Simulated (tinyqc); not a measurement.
Inside a calculation. Model: undoped symmetric double-gate MOSFET, analytic potential model.

tinyqc, about 0.01 s, one thread, Intel Xeon 2.30GHz (shared host): `OMP_NUM_THREADS=1 python tinyqc.py 2440076 2440077 out.jsonl` Printed values are rounded.

An undoped body of thickness ts between two equal insulators and tied gates; long channel, electrons only, n = ni exp((psi - V)/Vt) with V the quasi-Fermi potential (0 at the source, Vd at the drain), constant mobility, no quantisation. Across the body psi(x) = V - 2 Vt ln[(ts/(2 beta)) sqrt(q ni/(2 eps0 eps_r Vt)) cos(2 beta x/ts)], x from the centre. Q is the electron charge per area of the whole body.

Inputs (values chosen for the exercise); material values close to those of silicon:
- T = 250 K (temperature)
- Eg = 1.12 eV (band gap)
- eps_r = 11.6 (relative permittivity of the semiconductor)
- Nc = 2.14e19 cm^-3 (conduction-band density of states at T)
- Nv = 2.02e19 cm^-3 (valence-band density of states at T)
- eox = 4.03 (relative permittivity of the gate insulator)
- tox = 1.1 nm (insulator thickness)
- ts = 20 nm (body thickness)
- dphi = -0.09 V (gate work function less that of the intrinsic body)
- mu = 280 cm^2/(V s) (channel mobility)
- L = 1 um (gate length)
- Vg = 0.28 V (gate voltage)
- Vd = 0.05 V (drain voltage)

Constants: q = 1.602176634e-19 C, kB = 1.380649e-23 J/K, Vt = kB T/q, eps0 = 8.8541878128e-14 F/cm where lengths are in cm. Results are converted to the units shown.

## Constants of the body

ni = sqrt(Nc Nv) exp(-Eg/(2 Vt)), Eg in volts; r = eps_r tox/(eox ts); V0 = dphi + 2 Vt ln[(2/ts) sqrt(2 eps0 eps_r Vt/(q ni))].

ni = 1.06851e8 cm^-3
r = 0.158313
V0 = 0.376908 V

## Iteration 1: beta at the source by Newton steps in z = ln(tan beta)

z at the start = 2

With V = 0, t = exp(z), beta = arctan(t): f = ln(beta) + (1/2) ln(1 + t^2) + 2 r beta t - (Vg - V0)/(2 Vt); with c = t/(1 + t^2), df/dz = c/beta + t c + 2 r t (c + beta); z(new) = z - f/(df/dz).

beta = 1.43628
f = 7.98054
df/dz = 4.74574
z after iteration 1 = 0.318377

## Iteration 2: beta at the source by Newton steps in z = ln(tan beta)

As before.

beta = 0.941963
f = 3.13011
df/dz = 1.77615
z after iteration 2 = -1.44392

## Course of the iteration: beta at the source by Newton steps in z = ln(tan beta)

Stop when z changes by less than 1e-11, or after 60 iterations.

Course of the iteration:
```
iteration	z	|change|
1	0.318377	1.68
2	-1.44392	1.76
3	-2.23482	0.791
4	-2.25444	0.0196
5	-2.25445	4.08e-6
6	-2.25445	1.72e-13
```

Converged in 6 iterations. At the end the number of correct digits about doubles with each step.

## Charges and drain current

beta_s = 0.104549
beta_d = 0.0330249

beta (between 0 and pi/2) solves (Vg - V0 - V)/(2 Vt) = ln(beta) - ln(cos beta) + 2 r beta tan(beta). Q = 8 eps0 eps_r Vt beta tan(beta)/ts; I = mu (1/L)(4 eps0 eps_r/ts)(2 Vt)^2 [g(beta_s) - g(beta_d)] per width, g = beta tan(beta) - beta^2/2 + r beta^2 tan^2(beta), with beta_s at V = 0 and beta_d at V = Vd.

Qs = 0.970969 nC/cm^2
Qd = 0.0965651 nC/cm^2
g(beta_s) = 0.00552429
g(beta_d) = 5.45906e-4
I = 0.00531581 uA/um

The term r beta^2 tan^2(beta), which gives the square law, makes up 0.345 % of g at the source.

## Potential and electron density across the body at the source

x/ts, point 0 to 6: 0  0.1  0.2  0.3  0.4  0.45  0.5

psi(x) as above with V = 0 and beta = beta_s; n = ni exp(psi/Vt).

```
point	psi (V)	n (cm^-3)
0	0.369614	3.01911e15
1	0.369624	3.02043e15
2	0.369652	3.02439e15
3	0.369699	3.03102e15
4	0.369765	3.04033e15
5	0.369805	3.04599e15
6	0.369850	3.05235e15
```

The density at the surface is 1.01 times that at the centre (1/cos^2 beta).
